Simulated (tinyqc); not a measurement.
Worked calculation: molecular dynamics of a small cluster by velocity Verlet steps. Computed by tinyqc, a small Python program that keeps every step. Command: `OMP_NUM_THREADS=1 python tinyqc.py 3025645 3025646 out.jsonl verlet walk`. One thread of a shared host (Intel(R) Xeon(R) Processor @ 2.30GHz), about 0.04 s of CPU time with the checks. Intermediate numbers are printed to about 7 digits and carried at full precision; extremes and crossings named in words are read from the listed rows.

E = sum_i {sum_j A exp(-p (r_ij/r0 - 1)) - xi sqrt(rho_i)}, rho_i = sum_j exp(-2 q (r_ij/r0 - 1)); the force on i is -sum_j w_ij (R_i - R_j)/r_ij with w_ij = -(2p/r0) A exp(-p (r_ij/r0 - 1)) + (xi q/r0) exp(-2 q (r_ij/r0 - 1)) (rho_i^(-1/2) + rho_j^(-1/2)).

Inputs (values chosen for the exercise, for model atoms):
```
quantity,value,unit
length r0,2.59,angstrom
repulsion A,0.1,eV
hopping xi,1.04,eV
decay p,9.87,-
decay q,3.29,-
atomic mass M,199,u
time step dt,13,fs
steps,200,-
```

Potential: Gupta. Thermostat: none.

starting positions (angstrom):
```
,x,y,z
atom 1,-0.03,0,0
atom 2,2.4,-0.04,-0.02
atom 3,1.22,2.09,0.03
```

starting velocities (angstrom/fs):
```
,x,y,z
atom 1,0.0002,0.00055,0.00016
atom 2,5e-05,0.00035,0.00022
atom 3,-0.00026,-0.0009,-0.00038
```

Constants: 1 eV/(angstrom u) = 9.648533212e-03 angstrom/fs^2; k_B = 8.617333262e-05 eV/K.

## State at the start

Velocity Verlet: a = c F/M with c = 9.648533212e-3 angstrom/fs^2 per eV/(angstrom u); R(new) = R + v dt + a dt^2/2; v(new) = v + (a + a(new)) dt/2. Kinetic energy K = M v^2/(2c); temperature T = 2K/((3N - 3) k_B), rotation of the cluster included.

forces (eV/angstrom):
```
,x,y,z
atom 1,1.355366,0.754578,0.003674
atom 2,-1.329594,0.798765,0.025773
atom 3,-0.025772,-1.553344,-0.029447
```

potential energy = -4.292626 eV

kinetic energy = 0.01612351 eV

temperature = 62.36853 K

## Step 1

The formulas are those given above.

positions after step 1 (angstrom):
```
,x,y,z
atom 1,-0.021847,0.010241,0.002095
atom 2,2.395203,-0.032177,-0.017034
atom 3,1.216514,2.071936,0.024939
```

new forces (eV/angstrom):
```
,x,y,z
atom 1,1.272160,0.701483,0.001273
atom 2,-1.252171,0.747096,0.021272
atom 3,-0.019989,-1.448579,-0.022545
```

velocities after step 1 (angstrom/fs):
```
,x,y,z
atom 1,0.001028073,0.001008882,0.000161559
atom 2,-0.000763651,0.000837183,0.000234826
atom 3,-0.000274422,-0.001846065,-0.000396386
```

total energy = -4.277473 eV

## Step 2

The formulas are those given above.

positions after step 2 (angstrom):
```
,x,y,z
atom 1,-0.003270,0.026231,0.004201
atom 2,2.380145,-0.018233,-0.013895
atom 3,1.212865,2.042002,0.019694
```

new forces (eV/angstrom):
```
,x,y,z
atom 1,1.073500,0.571869,-0.000970
atom 2,-1.066796,0.624863,0.015437
atom 3,-0.006704,-1.196733,-0.014467
```

velocities after step 2 (angstrom/fs):
```
,x,y,z
atom 1,0.001767315,0.001410183,0.000161655
atom 2,-0.001494481,0.001269560,0.000246395
atom 3,-0.000282834,-0.002679744,-0.000408050
```

total energy = -4.279834 eV

## Fastest vibration

Relax the cluster, diagonalise the Hessian (central differences): omega_max = sqrt(c lambda_max/M). Verlet steps are stable for omega_max dt < 2.

omega_max = 0.03287754 1/fs

shortest period = 191.1088 fs

omega_max dt = 0.4274080

The step is 1/14.7 of the shortest period.

## The trajectory

Spread = largest minus smallest value. The test of the step is the spread (largest minus smallest) of the total energy over the run without thermostat, against the spread of K; the step passes below 5 %. The mean T is over the second half.

Course of the run (evenly spaced rows):
```
step,t (fs),U (eV),K (eV),U + K (eV),T (K)
0,0,-4.292626,0.0161235,-4.276502,62.369
14,182,-4.302617,0.0259871,-4.276630,100.523
28,364,-4.411949,0.1337214,-4.278228,517.257
42,546,-4.540643,0.2601638,-4.280479,1006.358
56,728,-4.483385,0.2039853,-4.279400,789.050
70,910,-4.466839,0.1881161,-4.278723,727.666
84,1092,-4.357145,0.0793618,-4.277783,306.985
98,1274,-4.420892,0.1418724,-4.279019,548.787
112,1456,-4.411267,0.1330693,-4.278198,514.735
126,1638,-4.356823,0.0778940,-4.278929,301.308
140,1820,-4.410453,0.1276752,-4.282778,493.870
154,2002,-4.466792,0.1847663,-4.282025,714.708
168,2184,-4.587791,0.3020299,-4.285761,1168.304
182,2366,-4.469998,0.1904018,-4.279596,736.507
196,2548,-4.502663,0.2224443,-4.280218,860.453
```

spread of the total energy = 0.01881824 eV

spread of the total over spread of K = 0.05967909

mean temperature = 588.2310 K

The total energy spreads by 6.0 % of the swings of K: with omega_max dt = 0.43 the step is too long, below the stability limit of 2 but far too coarse for the fast vibration.

Reruns converge with time step dt = 9.1; or with time step dt = 1.6.
